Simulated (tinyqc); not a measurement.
## Stress and current directions compared

A cubic crystal with four conduction valleys along the <111> axes; non-degenerate electrons, one relaxation time, masses unchanged. Stress s_ij = X a_i a_j with a the unit vector along the stress; strain e_ii = s11 s_ii + s12 (s_jj + s_kk), e_ij = s44 s_ij/2. Valley shift dE = Xu (n.e.n - trace(e)/3) with n the valley axis; share f proportional to exp(-dE/Vt). Inverse mass along the current d: (n.d)^2/ml + (1 - (n.d)^2)/mt; mu/mu0 = sum f (1/m) over the plain mean of 1/m. Rows: direction of the stress, of size |X|; columns: direction of the current and sign.

Inputs (values chosen for the exercise); values close to those of germanium: temperature T = 293 K; compliance s11 = 9.82 1/TPa; compliance s12 = -2.69 1/TPa; compliance s44 = 15.4 1/TPa; shear deformation potential Xu = 16.6 eV; longitudinal mass ml = 1.54 m0; transverse mass mt = 0.0829 m0; uniaxial stress (tension positive) X = 250 MPa.

Constants: q = 1.602176634e-19 C, kB = 1.380649e-23 J/K, Vt = kB T/q. Results are converted to the units shown.

mu/mu0:
```
	I [100], tension	I [100], compression	I [110], tension	I [110], compression
[100]	1.0000	1.0000	1.0000	1.0000
[110]	1.0000	1.0000	1.1836	0.81642
[001]	1.0000	1.0000	1.0000	1.0000
[111]	1.0000	1.0000	1.0936	0.84239
```

The largest gain, 1.18, is for stress along [110], tension, current along [110]; the largest loss, 0.816, for [110], compression, current along [110]. Entries equal to one are cases in which the valleys are not split or have equal mass along the current.

Program tinyqc, `OMP_NUM_THREADS=1 python tinyqc.py 2530139 2530140 out.jsonl`; Intel Xeon 2.30GHz, shared host, one thread, about 0.01 s.
